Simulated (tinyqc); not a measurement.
Thresholds of impact ionisation and Auger recombination from band masses, step by step. Values are carried at full precision from step to step, so a last printed digit may differ when a step is redone from the rounded ones.

Parabolic bands, no phonon. At threshold the three slow carriers share one velocity. With M their total mass and m4 the mass of the fast carrier, the fast carrier has the kinetic energy E_T = G M/(M - m4) and the slow ones together E_a = G m4/(M - m4), the activation energy of the Auger rate. CCCH (fast electron): G = Eg, M = 2 me + mh, m4 = me. CHHS (hole into the split-off band): G = Eg - Dso, M = 2 mh + me, m4 = ms; this form holds for Eg > Dso (below, the process needs about Dso - Eg and is marked by a dash). CHHL (hole into the light band): G = Eg, M = 2 mh + me, m4 = ml. CHHH (fast heavy hole): G = Eg, M = 2 mh + me, m4 = mh.

Constants: kB = 8.617333262e-05 eV/K; hbar^2/2m0 = 3.80998211 eV angstrom^2.

Parameters, chosen for this exercise (near those of InAs, gap at low temperature and not tied to T; the results hold for these values, not for the real material): Eg = 0.415 eV (gap at Gamma to the s-like level); Dso = 0.378 eV (spin-orbit splitting); me = 0.0267 m0 (electron mass at Gamma); mh = 0.43 m0 (heavy-hole mass); ms = 0.139 m0 (split-off mass); ml = 0.027 m0 (light-hole mass); T = 300 K (temperature).

## Thresholds of four processes

Give G, M, m4, E_T, E_a and E_a/kT.

Results:
```
process  G (eV)       M      m4  E_T (eV)  E_a (eV)  E_a/kT
CCCH     0.4150  0.4834  0.0267    0.4393    0.0243    0.94
CHHS     0.0370  0.8867  0.1390    0.0439    0.0069    0.27
CHHL     0.4150  0.8867  0.0270    0.4280    0.0130    0.50
CHHH     0.4150  0.8867  0.4300    0.8057    0.3907   15.11
```

The lowest activation energy is that of CHHS (7 meV), then CHHL (13 meV). CHHS leads because G = Eg - Dso is small. At equal G a light fast carrier takes up the energy with little momentum, so little is asked of the slow ones; CHHH asks 0.94 Eg. For equal masses E_T would be 3/2 Eg; for electrons here it is 1.058 Eg.

## Momenta at the CCCH threshold

At the threshold of the parabolic CCCH process the fast electron has E_T = Eg M/(M - me), M = 2 me + mh, and the slow carriers E_a = E_T - Eg together. It has k4 = sqrt(me E_T/c), c = hbar^2/2m0; the slow carriers share k4 in proportion to their masses. Give the wave vectors and kinetic energies, and check that they add up to E_a.

k4 = 0.05548 1/angstrom

electron, electron, hole (1/angstrom): 0.00306  0.00306  0.04935

their kinetic energies (meV): 1.34  1.34  21.58

sum = 24.26 meV

The hole carries 89 % of the momentum and of the energy of the slow carriers.

## Non-parabolicity raises the threshold

Non-parabolic fast electron: E (1 + alpha E) = c k^2/me with alpha = (1 - me)^2/Eg; the slow carriers stay parabolic, so E_T = Eg + me E_T (1 + alpha E_T)/M, M = 2 me + mh (the root between Eg and 1.9 Eg).

Give alpha, E_T, E_a = E_T - Eg and k4.

alpha = 2.2827 1/eV
E_T = 0.4686 eV
E_a = 0.0536 eV
k4 = 0.08244 1/angstrom

E_a is 2.21 times the parabolic value, since an electron at E_T above the edge has 1 + alpha E_T = 2.07 times the squared momentum, and E_T itself is 1.07 times higher.

## Temperature dependence

For non-degenerate carriers at fixed densities the Auger coefficient goes as exp(-E_a/kT), up to slowly varying powers of T. Give exp(-E_a/kT) for the parabolic and the non-parabolic CCCH value, and the characteristic temperature T0 = kT^2/E_a of each.

Boltzmann factors: 0.3912  0.1260

T0 (K): 320  145

Non-parabolicity lowers the factor by 3.1 times; direct CCCH stays open at this temperature.

## Checks

- Largest energy that an electron at k4 can give to a pair, by numerical search, against Eg (eV): both 0.4150.

Program tinyqc; command `OMP_NUM_THREADS=1 python tinyqc.py 1850633 1850634 out.jsonl`; about 0.01 s on one thread of a shared Intel(R) Xeon(R) Processor @ 2.30GHz.
